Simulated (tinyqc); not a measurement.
Strain dependence: valley-orbit splitting of a donor ground state, with strain. Computed by tinyqc, a small Python program. Command: `OMP_NUM_THREADS=1 python tinyqc.py 3026736 3026737 out.jsonl valleyorbit walk`. One thread of a shared host (Intel(R) Xeon(R) Processor @ 2.30GHz), about 0.01 s of CPU time with the checks.

The basis is the 1s envelope in each valley; energies are counted from the unstrained conduction-band edge. The strain is e_s (a a^T - 1/3) for the unit stress axis a, so valley j along n_j moves by Xi_u e_s w_j with w_j = (n_j.a)^2 - 1/3: +1/3 for [111] and [-1-11], -1/3 for the others.

Inputs (values chosen for the exercise, modelled on donors in germanium): single-valley binding energy E_0 = 9.62 meV; central-cell shift Lambda = 0.23 meV; coupling Delta_1 = 0.75 meV; shear deformation potential Xi_u = 16.2 eV; shear strain e_s = -0.00079.

Valleys: four along <111>. Stress axis: [110].

Method:
- By symmetry: E(A1) = E_0 + Lambda + 3 Delta_1 (one state), E(T2) = E_0 + Lambda - Delta_1 (three), as binding energies.
- H_jj = -(E_0 + Lambda) + Xi_u e_s w_j; H_jk = -Delta_1 between any two valleys.
- The contact hyperfine ratio is A/A_0 = (sum_j c_j)^2/(number of valleys), c_j the valley amplitudes of the ground state; binding from the lowest valley edge.

E(A1) = 12.1 meV

Against strain:
```
e_s       Xi_u e_s (w_max - w_min) (meV)  binding (meV)  gap to next level (meV)    A/A_0
-0.00630                         -68.040         10.633                   1.5331  0.52202
-0.00240                         -25.920         10.687                   1.5865  0.55749
-0.00079                          -8.532         10.856                   1.7560  0.66585
-0.00024                          -2.592         11.286                   2.1863  0.87834
0.00024                            2.592         11.286                   2.1863  0.87834
0.00079                            8.532         10.856                   1.7560  0.66585
0.00240                           25.920         10.687                   1.5865  0.55749
0.00630                           68.040         10.633                   1.5331  0.52202
```

What does the comparison show, and why?

A/A_0 falls for either sign of strain, to 0.522 and 0.522 at the ends; its limits are the shares of the valleys that end up lowest, 2/4 under compression and 2/4 under tension. Near zero strain A/A_0 changes in second order, the binding in first. The binding energy drops from 12.10 meV to 10.63 and 10.63 meV, since fewer valleys share the valley-orbit gain.

Extremes, crossings and ranges named in words are read from the listed rows.
